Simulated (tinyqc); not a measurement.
Worked calculation: donor or exciton in a quantum well (variational effective-mass method). Computed by tinyqc, a small Python program that keeps every step. Command: `OMP_NUM_THREADS=1 python tinyqc.py 3031721 3031722 out.jsonl welldonor walk`. One thread of a shared host (Intel(R) Xeon(R) Processor @ 2.30GHz), about 0.2 s of CPU time with the checks. Intermediate numbers are printed to about 5 digits and carried at full precision; extremes and crossings named in words are read from the listed rows.

H = -nabla^2 - 2/|r - r_i| + V(z) in effective units; trial function psi = f(z) exp(-|r - r_i|/lambda), f the ground state of the well. Mass and screening are the same in well and barrier; l = L/a* is the width in effective units. Bands are flat: no polarisation or applied field.

Inputs (values chosen for the exercise, modelled on CdTe):
```
quantity                               value  unit
electron mass m                       0.0969   m_0
dielectric constant eps                 10.4     -
well width L                             9.4    nm
trial radius lambda                     0.46    a*
donor position z_i/L from the centre     0.3     -
barrier height V_0                      0.12    eV
```

Centre: donor. Barriers: finite.

Constants: Ry = 13.605693123 eV; a_0 = 0.529177210903 angstrom.

## Effective units

Ry* = Ry m/eps^2, a* = a_0 eps/m; l = L/a*.

mass used = 0.0969 m_0

Ry* = 12.189 meV

a* = 5.6795 nm

l = 1.6551

## The subband

k solves k tan(k l/2) = sqrt(v - k^2), v = V_0/Ry*, 0 < k l/2 < pi/2 (bisection); f = cos(k z) inside and cos(k l/2) exp(-kappa (|z| - l/2)) outside, kappa = sqrt(v - k^2); subband energy k^2 Ry*.

k = 1.3575 1/a*

subband energy = 22.462 meV

kappa = 2.8288 1/a*

## Binding at the trial radius

Binding E_b(lambda) = -1/lambda^2 + 4 A/(lambda B), with A = int f^2 exp(-2 s/lambda) dz, B = int f^2 exp(-2 s/lambda)(1 + 2 s/lambda) dz and s = |z - z_i|; 40 Gauss-Legendre points on each piece between the walls at z = -l/2 and l/2 and z_i, and out to 12/(kappa + 1/lambda) beyond the walls.

A = 0.26554 a*

B = 0.50378 a*

E_b(lambda) = -0.14248 Ry*

## Best radius

Golden-section search for the maximum over lambda from 0.3 to 4, 40 steps.

best lambda = 1.0581 a*

binding in Ry* = 1.3902

binding energy = 16.945 meV

radius lambda a* = 6.0092 nm

Confinement changes the binding by a factor 1.390 against the bulk value (with finite barriers it peaks in a narrow well and returns to 1 as L tends to 0, and away from the walls of a wide well it tends to 1).

## Binding against well width

Each row maximises over lambda (golden section, 0.3 to 4).

Against width:
```
L (nm)  lambda (a*)  binding (Ry*)  binding (meV)
0.75         0.9529         1.4780         18.016
1.40         0.9176         1.6920         20.624
2.80         0.9114         1.8071         22.027
5.20         0.9695         1.6627         20.267
9.40         1.0581         1.3902         16.945
17.00        1.1029         1.1340         13.822
30.00        1.0477         0.9933         12.107
```

The binding peaks at 1.807 Ry* near L = 2.8 nm: in narrower wells the envelope leaks into the barriers and returns towards three dimensions. In the widest well it is 0.993 Ry*. Rows under about 2 nm are a few atomic layers, where the envelope model is only a guide.

## Binding against position

The formulas are those given above.

Against position:
```
z_i/L  lambda (a*)  binding (Ry*)  binding (meV)
0.0         0.9709         1.6638         20.280
0.1         0.9778         1.6319         19.891
0.2         1.0025         1.5380         18.747
0.3         1.0581         1.3902         16.945
0.4         1.1653         1.2096         14.744
0.5         1.3346         1.0315         12.573
```

From the centre to the wall the binding falls from 20.280 to 12.573 meV, 62 % of the centre value, since the walls keep the electron away from an off-centre ion; uniform doping thus gives a band of levels 7.707 meV wide, with a peak in its density at the centre value, where the slope vanishes.

Checks made by the program: the wide-well limit, 1 Ry* (relative difference 3e-03).
